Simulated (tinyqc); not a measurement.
Activation against anneal temperature: dopants and charged point defects at anneal temperature: Fermi-level effect, clustering and pairing. Computed by tinyqc, a small Python program. Command: `OMP_NUM_THREADS=1 python tinyqc.py 3024397 3024398 out.jsonl pairing walk`. One thread of a shared host (Intel(R) Xeon(R) Processor @ 2.30GHz), about 0.02 s of CPU time with the checks.

Boltzmann statistics and full ionisation of active dopants. Energies are counted from the valence band; the defect (a vacancy or self-interstitial) has five charge states, with all degeneracy factors one.

Inputs (values chosen for the exercise, with bands modelled on InP):
```
quantity                       value   unit
gap at 0 K E_g0                  1.4     eV
Varshni alpha               0.000368   eV/K
Varshni beta                     161      K
electron mass m_e             0.0797    m_0
valleys M_c                        1      -
hole mass m_h                  0.611    m_0
anneal temperature T            1090      K
total dopant density N       7.9e+18  cm^-3
site density N_s             2.8e+22  cm^-3
dopant atoms per cluster k         3      -
cluster binding energy E_b      1.88     eV
```

Dopant: acceptor. Second part: clustering of the dopant.

Constants: m_0 = 9.1093837015e-31 kg; k_B = 1.380649e-23 J/K; h = 6.62607015e-34 J s; k_B = 8.617333262e-05 eV/K.

Method:
- E_g = E_g0 - alpha T^2/(T + beta).
- N_c = 2 M_c (2 pi m_e k_B T/h^2)^(3/2) and N_v = 2 (2 pi m_h k_B T/h^2)^(3/2), masses in units of m_0.
- n_i = sqrt(N_c N_v) exp(-E_g/2 k_B T); E_i = E_g/2 + (k_B T/2) ln(N_v/N_c).
- p = A/2 + sqrt(A^2/4 + n_i^2) for an active density A.
- k ionised dopants and k carriers form one neutral cluster: C = N_s (A/N_s)^k (p/N_b)^k exp(E_b/k_B T), N_b the effective density of states of the majority band, and N = A + k C (60 bisections in ln A between ln N - 90 and ln N).

Equilibrium activation:
```
T (K)  n_i (cm^-3)  active A (cm^-3)  clusters C (cm^-3)  active share
650     1.7166e+14        8.0614e+17          2.3646e+18       0.10204
760     1.3933e+15        1.9766e+18          1.9745e+18       0.25020
870     6.8598e+15        3.7715e+18          1.3762e+18       0.47741
980     2.4154e+16        5.8610e+18          6.7967e+17       0.74190
1090    6.7155e+16        7.3712e+18          1.7628e+17       0.93306
1200    1.5705e+17        7.8217e+18          2.6092e+16       0.99009
1310    3.2228e+17        7.8879e+18          4.0337e+15       0.99847
```

What follows from these numbers?

The active share goes from 0.102 at 650 K to 0.998 at 1310 K, so a layer activated by a hot, short anneal is metastable and deactivates in later, cooler steps if the dopant can move.
